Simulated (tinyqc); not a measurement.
Three structures under pressure: Born-Mayer model of an ionic crystal AB. Computed by tinyqc, a small Python program. Command: `OMP_NUM_THREADS=1 python tinyqc.py 3009681 3009682 out.jsonl bornmayer walk`. One thread of a shared host (Intel(R) Xeon(R) Processor @ 2.30GHz), about 0.01 s of CPU time with the checks.

Energies are per ion pair and r is the nearest distance of unlike ions.

Inputs (values chosen for the exercise, for a model salt):

| quantity | value | unit |
|---|---|---|
| ionic charge z | 1 | - |
| unlike repulsion lambda | 10100 | eV |
| range rho | 0.307 | angstrom |
| like repulsion lambda2 | 251 | eV |
| dispersion C between like ions | 65 | eV angstrom^6 |

Structure: zinc blende. Short range: with like-ion terms.

Constants: e^2/(4 pi eps_0) = 14.39964548 eV angstrom; 1 eV/angstrom^3 = 160.2176634 GPa.

Method:
- Madelung constant M, unlike neighbours z1, like neighbours z2 at f r, volume per pair: rock salt 1.747565, 6, 12, sqrt2, 2 r^3; caesium chloride 1.762675, 8, 6, 2/sqrt3, 8 r^3/(3 sqrt3); zinc blende 1.638055, 4, 12, sqrt(8/3), 16 r^3/(3 sqrt3).
- U(r) = -M z^2 e^2/(4 pi eps_0 r) + z1 lambda exp(-r/rho) + z2 [lambda2 exp(-f r/rho) - C/(f r)^6] (one mean like-ion term for both sublattices).
- With the volume written as c r^3, under pressure take the root at the minimum of the enthalpy and solve U'(r) + 3 c r^2 P = 0; H = U + P V; B = (U'' - 2 U'/r)/(9 c r).

Enthalpy (eV per pair):

| P (GPa) | rock salt | caesium chloride | zinc blende |
|---|---|---|---|
| 0 | -6.565 | -6.472 | -6.338 |
| 2 | -5.544 | -5.611 | -4.954 |
| 5 | -4.159 | -4.427 | -3.129 |
| 10 | -2.070 | -2.625 | -0.429 |
| 20 | 1.649 | 0.612 | 4.301 |
| 40 | 8.127 | 6.299 | 12.412 |
| 70 | 16.590 | 13.785 | 22.868 |
| 100 | 24.185 | 20.541 | 32.162 |

volumes at zero pressure (angstrom^3): rock salt 86.58, caesium chloride 72.36, zinc blende 120.09

At zero pressure the order is rock salt < caesium chloride < zinc blende. Between 0 and 2 GPa the lowest enthalpy passes from rock salt to caesium chloride. Pressure favours the denser structure, through P V. The Madelung constants, the number of repulsive contacts and the volumes (86.6, 72.4, 120.1 angstrom^3 at P = 0) all matter. Caution: rigid ions with fixed charges leave out polarisation and covalency, so such models often misplace transition pressures.

Extremes, crossings and ranges named in words are read from the listed rows.
